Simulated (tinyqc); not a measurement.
# Velocity overshoot from momentum and energy balance equations after a field step, step by step

A worked calculation. Computed by tinyqc, a small Python program that keeps every step. Command: `OMP_NUM_THREADS=1 python tinyqc.py 3021182 3021183 out.jsonl overshoot walk`. One thread of a shared host (Intel(R) Xeon(R) Processor @ 2.30GHz), about 0.04 s of CPU time with the checks. Intermediate numbers are printed to about 7 digits and carried at full precision; extremes and crossings named in words are read from the listed rows.

At t = 0 the field jumps from 0 to F in a uniform sample. v is the drift velocity and u = w - (3/2) k_B T the excess energy per carrier.

Inputs (values chosen for the exercise, modelled on holes in silicon except for tau_E):
```
quantity,value,unit
effective mass m,0.41,m_0
low-field mobility mu_0,460,cm^2/(V s)
saturation velocity v_s,0.79,1e7 cm/s
energy relaxation time tau_E,0.6,ps
field after the step F,73,kV/cm
lattice temperature T,300,K
time step dt,48,fs
```

Scheme: explicit Euler.

Constants: m_0 = 9.1093837015e-31 kg; e = 1.602176634e-19 C; k_B = 8.617333262e-05 eV/K.

## Constants and steady state

dv/dt = e F/m - v/tau_m(u), du/dt = e F v - u/tau_E, tau_m(u) = tau_0/(1 + c u), tau_0 = m mu_0/e, c = mu_0/(e tau_E v_s^2); this choice gives the steady state v (1 + mu_0 F v/v_s^2) = mu_0 F, which saturates at v_s. Steady velocity v = 2 mu_0 F/(1 + sqrt(1 + 4 (mu_0 F/v_s)^2)); u = e F v tau_E; carrier temperature T + 2u/(3 k_B), neglecting the drift energy m v^2/2.

tau_0 = 107.2310 fs

c = 12.28436 1/eV

acceleration e F/m = 0.03131558 1e7 cm/s per fs

steady velocity = 0.7025194 1e7 cm/s

steady excess energy = 0.3077035 eV

steady carrier temperature = 2680.500 K

tau_E/tau_0 = 5.60, and in the steady state tau_m has shrunk to 22.4 fs.

## First four steps

dv/dt = e F/m - v/tau_m(u), du/dt = e F v - u/tau_E, tau_m(u) = tau_0/(1 + c u), tau_0 = m mu_0/e, c = mu_0/(e tau_E v_s^2); this choice gives the steady state v (1 + mu_0 F v/v_s^2) = mu_0 F, which saturates at v_s. Step: v_new = v + dt (e F/m - v/tau_m(u)), u_new = u + dt (e F v - u/tau_E). Start v = u = 0; the distance adds dt (v + v_new)/2.

Steps:
```
step,t (fs),v (1e7 cm/s),u (eV),tau_m (fs)
1,48,1.503148,0.0000000,107.2310
2,96,2.333439,0.0526703,65.1060
3,144,2.116238,0.1302204,41.2479
4,192,1.156727,0.1939557,31.7006
```

After the first step u is still 0, below the drift energy m v^2/2, because the explicit scheme uses the old v: an error of the finite time step.

## The whole transient

Run to 8 times the larger of tau_E and tau_0, but at most 20001 steps, and stop early if |v| > 1000 v_s or u < -1/(2c); the run is accepted if the last v is within 0.5 % of the steady value.

Selected steps, the peak among them:
```
step,t (fs),v (1e7 cm/s),u (eV),distance (nm)
1,48,1.503148,0.0000000,3.6076
2,96,2.333439,0.0526703,12.8154
4,192,1.156727,0.1939557,31.3497
5,240,0.908395,0.2189710,36.3060
8,384,0.830224,0.2561737,48.8727
12,576,0.761186,0.2817953,63.9376
17,816,0.721842,0.2964552,81.6677
24,1152,0.713798,0.3039900,105.7244
34,1632,0.711360,0.3068425,139.6158
49,2352,0.682215,0.3079994,190.2341
70,3360,0.790189,0.3062028,261.0691
101,4848,-0.095610,0.3252158,366.2182
```

peak velocity = 2.333439 1e7 cm/s

time of the peak = 96 fs

distance at the peak = 12.81536 nm

last relative deviation from the steady velocity = 1.136097

peak over steady velocity = 3.321529

The run fails. Linearised at the steady state the two equations have the rates -0.0432 and -0.0031 per fs; the explicit step is stable only for dt < 2 |Re|/|rate|^2 = 46.3 fs, against dt = 48 fs.

Reruns converge with time step dt = 4.8; or with scheme = implicit in the damping.
